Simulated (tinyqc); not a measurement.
Inside a calculation: deformation-potential model of the Delta valleys of a conduction band. Values are carried at full precision from step to step, so a last printed digit may differ when a step is redone from the rounded ones.

s11 = (C11 + C12)/((C11 - C12)(C11 + 2 C12)), s12 = -C12/((C11 - C12)(C11 + 2 C12)), s44 = 1/C44; exx = s11 sxx + s12 (syy + szz) and cyclic, exy = s44 sxy/2; tension is positive. A uniaxial stress X along the unit vector n is s_ij = X n_i n_j.

Constants: kB = 8.617333262e-05 eV/K; hbar^2/2m0 = 3.80998211 eV angstrom^2.

Inputs chosen for the exercise (near those of Si; the results hold for these values, not for the real material):
```
symbol  value           unit  meaning
C11     166.3           GPa
C12     64.5            GPa
C44     79.9            GPa
load    uniaxial [111]        kind of stress
X       -1.23           GPa   stress
Xd      1.2             eV    dilation potential
Xu      9.45            eV    uniaxial potential
T       150             K     temperature
ml      0.908           m0    longitudinal mass
mt      0.193           m0    transverse mass
```

## Strain from a uniaxial [111] stress

Form the compliances and the strain.

s11, s12, s44 (1/TPa): [7.6776, -2.1456, 12.5156]

strain tensor, rows x, y, z and columns alike:
```
[[-0.001388, -0.002566, -0.002566],
 [-0.002566, -0.001388, -0.002566],
 [-0.002566, -0.002566, -0.001388]]
```

## Valley shifts

Valleys with axes along x, y and z, each a pair at +k and -k. Herring-Vogt shift of a valley with unit axis a: dE = Xd tr(e) + Xu a.e.a. Non-degenerate shares n_i = exp(-dE_i/kT)/sum_j exp(-dE_j/kT). Inverse mass tensor of a valley: (1 - a a)/mt + a a/ml; the masses are taken as independent of strain.

Apply the Herring-Vogt formula to each valley.

Xd tr(e) = -5.00 meV

a.e.a: x -0.001388, y -0.001388, z -0.001388

shifts dE (meV): x -18.12, y -18.12, z -18.12

All valleys shift alike: this load keeps them equivalent by symmetry.

## Shares of the electrons

Boltzmann factors of the shifts.

kT = 12.926 meV

shares: x 0.3333, y 0.3333, z 0.3333

effective number of valley axes, 1/(largest share) = 3.000

## Conductivity mass tensor

With one scattering time for all valleys the conductivity goes as M = sum_i n_i (inverse mass tensor of valley i); along the unit vector u, 1/m_c = u.M.u. Without stress 1/m_c = (1/ml + 2/mt)/3. Take u along [1-10].

M (1/m0), rows x, y, z and columns alike:
```
[[3.821, 0.000, 0.000],
 [0.000, 3.821, 0.000],
 [0.000, 0.000, 3.821]]
```

m_c along [1-10] = 0.2617 m0
m_c without stress = 0.2617 m0

The mobility along [1-10] does not change; with all electrons in the valleys lightest or heaviest along this direction it would change by +36 or -18 %.

## Effective density of states

Each of the 6 whole valleys has m_d = (ml mt^2)^(1/3) and N = 2 (m_d kT/(4 pi c))^(3/2), c = hbar^2/2m0. Counted from the lowest edge, Nc = N x 2 x sum_i exp(-(dE_i - dE_min)/kT). 1 angstrom^-3 = 1e24 cm^-3.

m_d = 0.3234 m0
N of one valley = 1.632e+18 cm^-3
Nc under stress = 9.790e+18 cm^-3
Nc without stress = 9.790e+18 cm^-3

## Piezoresistance from repopulation

For small stress d(rho)/rho = pi X. For valleys on the cube axes pi11 = -(2/3) Xu (s11 - s12)/kT x (K - 1)/(2K + 1), pi12 = -pi11/2, pi44 = 0, K = ml/mt. For stress along [110]: pi_l = (pi11 + pi12 + pi44)/2 with the current along it and pi_t = (pi11 + pi12 - pi44)/2 with the current along [1-10]. 1/GPa = 100 x 1e-11/Pa.

K = 4.705

pi11, pi12, pi44 (1e-11/Pa): [-170.4, 85.2, 0.0]

pi_l, pi_t for [110] (1e-11/Pa): [-42.6, -42.6]

Only the transfer between valleys is counted; changes of mass and of intervalley scattering add to it in a real crystal.

## Checks

- Conductivity mass at zero stress against 3/(1/ml + 2/mt): both 0.2616884.
- Piezoresistance coefficients by finite differences against the closed form: largest difference 1.1e-07.

Computed by tinyqc, a small Python program: `OMP_NUM_THREADS=1 python tinyqc.py 1081169 1081170 out.jsonl` (the numbers bound the seed that draws the inputs); one thread of a shared host (Intel(R) Xeon(R) Processor @ 2.30GHz), about 0.01 s for the whole set of steps.
